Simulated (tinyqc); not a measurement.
Charge neutrality of a doped semiconductor with incomplete ionisation. Inputs raised by 2 %, one at a time. Computed by tinyqc, a small Python program. Command: `OMP_NUM_THREADS=1 python tinyqc.py 3018882 3018883 out.jsonl dopant sens`. One thread of a shared host (Intel(R) Xeon(R) Processor @ 2.30GHz), about 0.06 s of CPU time with the checks.

Energies are counted from the top of the valence band; E_D is measured down from the conduction band and E_A up from the valence band.

Inputs (values chosen for the exercise, modelled on GaSb):
```
quantity                    value   unit
gap at 0 K E_g0             0.825     eV
Varshni alpha            0.000408   eV/K
Varshni beta                  137      K
electron mass m_e           0.038    m_0
valleys M_c                     1      -
hole mass m_h               0.404    m_0
donor density N_D         4.8e+11  cm^-3
acceptor density N_A      1.8e+10  cm^-3
donor depth E_D           0.00242     eV
acceptor depth E_A         0.0305     eV
donor degeneracy g_D            2      -
acceptor degeneracy g_A         4      -
temperature T                 150      K
iteration cap                  60      -
```

Doping: n-type, compensated. Statistics of the bands: Fermi-Dirac. Solver: bisection. Start of Newton steps: intrinsic level E_i.

Constants: m_0 = 9.1093837015e-31 kg; k_B = 1.380649e-23 J/K; h = 6.62607015e-34 J s; k_B = 8.617333262e-05 eV/K.

Method:
- E_g = E_g0 - alpha T^2/(T + beta).
- N_c = 2 M_c (2 pi m_e k_B T/h^2)^(3/2) and N_v = 2 (2 pi m_h k_B T/h^2)^(3/2), masses in units of m_0.
- n_i = sqrt(N_c N_v) exp(-E_g/(2 k_B T)); E_i = E_g/2 + (k_B T/2) ln(N_v/N_c).
- n = N_c F_1/2((E_F - E_g)/k_B T), p = N_v F_1/2(-E_F/k_B T).
- F_1/2(eta) = (2/sqrt(pi)) int_0^infinity sqrt(x)/(1 + exp(x - eta)) dx, by the trapezoid rule in t = sqrt(x) with step 0.02 up to t = 12 (for eta < -12 by exp(eta) - exp(2 eta)/2^(3/2)).
- N_D+ = N_D/(1 + g_D exp((E_F - E_g + E_D)/k_B T)).
- N_A- = N_A/(1 + g_A exp((E_A - E_F)/k_B T)).
- Neutrality: p + N_D+ = n + N_A-; the log ratio is ln[(p + N_D+)/(n + N_A-)].
- Bisection of the log ratio between E = -0.3 and E_g + 0.3 eV; stop when |log ratio| < 1e-9.

Runs; columns: (1) input moved; (2) from; (3) to; (4) majority density n (cm^-3); (5) distance of E_F from the majority band edge (eV); (6) minority density p (cm^-3); (7) intrinsic density n_i (cm^-3):
```
(1)                               (2)        (3)         (4)      (5)        (6)    (7)
base run                            -          -  4.6199e+11  0.15337  0.0007355  18433
donor density N_D (cm^-3)     4.8e+11  4.896e+11  4.7159e+11  0.15311  0.0007205  18433
acceptor density N_A (cm^-3)  1.8e+10  1.836e+10  4.6163e+11  0.15338  0.0007361  18433
donor depth E_D (eV)          0.00242  0.0024684  4.6199e+11  0.15337  0.0007355  18433
acceptor depth E_A (eV)        0.0305    0.03111  4.6199e+11  0.15337  0.0007355  18433
hole mass m_h (m_0)             0.404    0.41208  4.6199e+11  0.15337  0.0007577  18709
temperature T (K)                 150        153  4.6199e+11  0.15683  0.0027927  35920
gap at 0 K E_g0 (eV)            0.825     0.8415  4.6199e+11  0.15337  0.0002052   9737
```

Exponents ln(y'/y) / ln(x'/x):
```
input                 majority density n  distance of E_F from the majority band edge  minority density p  intrinsic density n_i
donor density N_D                  1.039                                       -0.088              -1.039                  0.000
acceptor density N_A              -0.039                                        0.003               0.039                  0.000
donor depth E_D                    0.000                                        0.000               0.000                  0.000
acceptor depth E_A                 0.000                                        0.000               0.000                  0.000
hole mass m_h                      0.000                                        0.000               1.500                  0.750
temperature T                      0.000                                        1.126              67.378                 33.689
gap at 0 K E_g0                    0.000                                        0.000             -64.461                -32.230
```

Among the inputs moved here: majority density n answers most in size to donor density N_D (exponent +1.039), next to acceptor density N_A (-0.039); its exponent is below 0.0005 for donor depth E_D, acceptor depth E_A, hole mass m_h, temperature T, gap at 0 K E_g0. Its exponent +1.039 in donor density N_D: n is proportional to N_D, as under full ionisation and also in freeze-out with slight compensation. Distance of E_F from the majority band edge answers most in size to temperature T (exponent +1.126), next to donor density N_D (-0.088); its exponent is below 0.0005 for donor depth E_D, acceptor depth E_A, hole mass m_h, gap at 0 K E_g0. Minority density p answers most in size to temperature T (exponent +67.378), next to gap at 0 K E_g0 (-64.461); its exponent is below 0.0005 for donor depth E_D, acceptor depth E_A. Its exponent -1.039 in donor density N_D: mass action, with a majority density proportional to N_D. intrinsic density n_i answers most in size to temperature T (exponent +33.689), next to gap at 0 K E_g0 (-32.230); its exponent is below 0.0005 for donor density N_D, acceptor density N_A, donor depth E_D, acceptor depth E_A. Its exponent +0.750 in hole mass m_h: n_i goes as (m_e m_h)^(3/4).
